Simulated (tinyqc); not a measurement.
Charge-trap memory cell: two steps of the calculation.

Channel, tunnel oxide, storage layer, blocking layer, gate. N electrons per area sit in a sheet at the centroid and shift the threshold by U = (q/eps0) N (tb/eb + xc tn/en). EOT = t1 + 3.9 (tn/en + tb/eb); tunnel field F = (Vg - U)/EOT; dN/dt = eta (J/q)(1 - N/Nm). Fowler-Nordheim: J = A F^2 exp(-B/F), A = q^2/(16 pi^2 hbar mo phi) (times 1e14 for A/cm^2 with F in V/nm, emitter mass m0), B = (4/3) sqrt(mo/C) phi^1.5, C = hbar^2/(2 m0).

Values chosen for this exercise; oxide values close to those of silicon dioxide, storage layer close to silicon nitride, blocking layer close to aluminium oxide:
- phi = 3.05 eV (tunnel barrier)
- mo = 0.44 m0 (tunnelling mass)
- t1 = 5.2 nm (tunnel oxide (permittivity 3.9))
- tn = 6.2 nm (storage layer)
- en = 7.2 (its relative permittivity)
- tb = 13.5 nm (blocking layer)
- eb = 9 (its relative permittivity)
- xc = 0.31 (charge centroid, share of tn counted from the blocking side)
- eta = 0.6 (capture efficiency of an empty layer)
- Nm = 8.2e12 cm^-2 (trap density)
- T = 358 K (storage temperature)
- E1 = 0.96 eV (shallowest trap depth)
- E2 = 2.12 eV (deepest trap depth)
- nu = 1e13 1/s (attempt frequency)
- Vg = 15.4 V (gate voltage less flat band and surface potential)
- d0 = 2.1e-6 s (first time step)
- gr = 1.6 (growth of the step)
- n = 10 (steps)

Constants: q = 1.602176634e-19 C, kB = 1.380649e-23 J/K, hbar = 1.054571817e-34 J s, m0 = 9.1093837015e-31 kg, Vt = kB T/q, eps0 = 8.8541878128e-14 F/cm where lengths are in cm, hbar^2/(2 m0) = 0.0380998212 eV nm^2. Results are converted to the units shown.

Problem 1. Midpoint steps of growing length. N(half) = N + (d/2) r(N), N(new) = N + d r(N(half)), r = dN/dt; the step starts at d0 and is multiplied by gr each time. Field in the blocking layer (3.9 F + q N/eps0)/eb.

Give: t; N; U; F; blocking field.

Solution 1.

t, step 0 to 10 (s): [0, 2.1000e-6, 5.4600e-6, 1.0836e-5, 1.9438e-5, 3.3200e-5, 5.5220e-5, 9.0452e-5, 1.4682e-4, 2.3702e-4, 3.8133e-4]
N, step 0 to 10 (cm^-2): [0, 1.5297e11, 3.6986e11, 6.6264e11, 1.0358e12, 1.4837e12, 1.9916e12, 2.5405e12, 3.1118e12, 3.6897e12, 4.2617e12]
U, step 0 to 10 (V): [0.0000, 0.0489, 0.1183, 0.2119, 0.3312, 0.4744, 0.6368, 0.8123, 0.9949, 1.1797, 1.3626]
F, step 0 to 10 (V/nm): [1.0688, 1.0654, 1.0606, 1.0541, 1.0458, 1.0359, 1.0246, 1.0124, 0.9998, 0.9869, 0.9743]
blocking field, step 0 to 10 (V/nm): [0.46316, 0.46476, 0.46704, 0.47011, 0.47402, 0.47872, 0.48405, 0.48981, 0.49580, 0.50186, 0.50786]

Problem 2. Retention after ten years. Retention: filled traps are spread evenly in depth from E1 to E2, and each empties at the rate nu exp(-E/kB T). The share left is the mean of exp(-nu t exp(-E/kB T)) = [kB T/(E2 - E1)] [E1x(nu t exp(-E2/kB T)) - E1x(nu t exp(-E1/kB T))], E1x the exponential integral; traps shallower than about Ed = kB T ln(nu t) are empty. t = 3.15576e8 s.

Find: Ed; share left; loss a decade while Ed lies between E1 and E2, kB T ln 10/(E2 - E1).

Solution 2.

Ed = 1.5272 eV
share left = 0.49570
loss a decade while Ed lies between E1 and E2, kB T ln 10/(E2 - E1) = 0.061237

Range of the model: The Fowler-Nordheim form needs F t1 above phi; trap-assisted paths and leakage through the blocking layer are left out.

Numbers from tinyqc (`OMP_NUM_THREADS=1 python tinyqc.py 2130165 2130166 out.jsonl`; about 0.08 s on one thread of a shared Intel Xeon 2.30GHz).
